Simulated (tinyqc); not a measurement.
Where a level does most harm: Shockley-Read-Hall recombination through one deep level.

One level at Et with degeneracy 1: tn = 1/(sn vth Nt), tp = 1/(sp_ vth Nt), n1 = Nc exp((Et - Eg)/kT), p1 = Nv exp(-Et/kT), ni^2 = n1 p1. Equilibrium p0 = Nm, n0 = ni^2/Nm; n = n0 + dn, p = p0 + dn. U = (n p - ni^2)/(tp (n + n1) + tn (p + p1)), lifetime dn/U; emission rates en = sn vth n1, ep = sp_ vth p1.

Constants: kB = 8.617333262e-05 eV/K.

Parameters, chosen for this exercise (gap and densities of states near those of GaN at this temperature; not measured data):

| symbol | value | unit | meaning |
|---|---|---|---|
| Eg | 3.432 | eV | gap |
| Nc | 2.24e+18 | 1/cm^3 | conduction-band density of states |
| Nv | 4.52e+19 | 1/cm^3 | valence-band density of states |
| T | 300 | K |  |
| Nt | 1.3e+14 | 1/cm^3 | defects |
| sn | 1.5e-16 | cm^2 | electron capture cross-section |
| sp_ | 2.6e-14 | cm^2 | hole capture cross-section |
| vth | 15000000 | cm/s | thermal velocity, both carriers |
| Nm | 9.7e+16 | 1/cm^3 | equilibrium holes for the lifetime steps |

Et takes the values listed; G = Nt en ep/(en + ep) in a depleted region; the lifetime is for dn = 1e11 1/cm^3.

Results:

| Et (eV) | lifetime (microsecond) | G (1/(cm^3 s)) |
|---|---|---|
| 0.206 | 3.97 | 4.19e-31 |
| 0.480 | 3.42 | 1.68e-26 |
| 0.755 | 3.42 | 6.99e-22 |
| 1.030 | 3.42 | 2.91e-17 |
| 1.304 | 3.42 | 1.17e-12 |
| 1.579 | 3.42 | 4.87e-08 |
| 1.853 | 3.42 | 0.000157 |
| 2.128 | 3.42 | 4.09e-09 |
| 2.402 | 3.42 | 1.02e-13 |
| 2.677 | 3.42 | 2.45e-18 |
| 2.952 | 3.42 | 5.87e-23 |
| 3.226 | 3.42 | 1.46e-27 |

Generation peaks where en = ep, at Eg/2 + (kT/2) ln(sp_ Nv/(sn Nc)) = 1.821 eV; the largest value listed is at 1.853 eV, and G falls by a decade for each 0.060 eV away from the peak. The lifetime is within a factor 2 of its minimum, 3.42 microsecond, from 0.206 to 3.226 eV: recombination tolerates a wide range of Et, generation a narrow one.

Program tinyqc; command `OMP_NUM_THREADS=1 python tinyqc.py 1651423 1651424 out.jsonl`; about 0.01 s on one thread of a shared Intel(R) Xeon(R) Processor @ 2.30GHz.
